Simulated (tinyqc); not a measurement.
What grading buys: minority-electron transport through the base of a bipolar transistor (Moll-Ross and Kroemer integrals). Computed by tinyqc, a small Python program. Command: `OMP_NUM_THREADS=1 python tinyqc.py 3015411 3015412 out.jsonl base walk`. One thread of a shared host (Intel(R) Xeon(R) Processor @ 2.30GHz), about 0.01 s of CPU time with the checks.

Low injection, one dimension, x from the emitter edge (0) to the collector edge (W), s = x/W. Recombination is treated as a small correction (valid for tau_B well below tau_n), computed from the stored charge.

Inputs (values chosen for the exercise, modelled on silicon):
```
quantity                               value        unit
base doping at the emitter edge N_0  8.9e+17      1/cm^3
base width W                             360          nm
mu_min                                   170  cm^2/(V s)
mu_max                                  1350  cm^2/(V s)
N_ref                                1.1e+17      1/cm^3
saturation velocity v_s                 0.71    1e7 cm/s
temperature T                            300           K
doping ratio N_0/N(W)                     27           -
```

Base doping profile: exponential. Gap grading: none. Exit of the base: saturation velocity.

Constants: k_B = 8.617333262e-05 eV/K.

Method. N(x) = N_0 (ratio)^(-s); n_i(x)^2 = n_i^2 exp(s dE_g/k_B T); D(x) = (k_B T/e) mu, mu = mu_min + (mu_max - mu_min)/(1 + (N/N_ref)^0.7). With y(x) = N n_i^2/(D n_i(x)^2): base Gummel number G_B = int_0^W y dx + N(W) n_i^2/(v_s n_i(W)^2); J_C = e n_i^2 exp(e V_BE/k_B T)/G_B; n(x) = (J_C/e)(n_i(x)^2/(N n_i^2)) [int_x^W y dx + the same exit term]; transit time tau_B = (e/J_C) int n dx; trapezoid rule on 401 even points.

The same base with other gradings:
```
dE_g (meV)  dE_g/k_B T  G_B (s/cm^4)  J_C gain  tau_B (ps)  speed gain
0                0.000    7.2086e+11    1.0000      16.898      1.0000
25               0.967    5.9207e+11    1.2175      14.287      1.1828
50               1.934    5.0157e+11    1.4372      12.345      1.3688
75               2.901    4.3489e+11    1.6576      10.854      1.5568
100              3.868    3.8382e+11    1.8781       9.677      1.7462
150              5.802    3.1086e+11    2.3189       7.945      2.1270
200              7.736    2.6123e+11    2.7595       6.734      2.5094
300             11.605    1.9803e+11    3.6402       5.158      3.2763
```

What follows from these numbers?

At 100 meV J_C rises by a factor 1.88 and the transit is 1.75 times faster; at 300 meV the factors are 3.64 and 3.28. For a uniform base without exit term both tend to be linear in dE_g/k_B T, J_C as x/(1 - exp(-x)) and the speed as x/2.
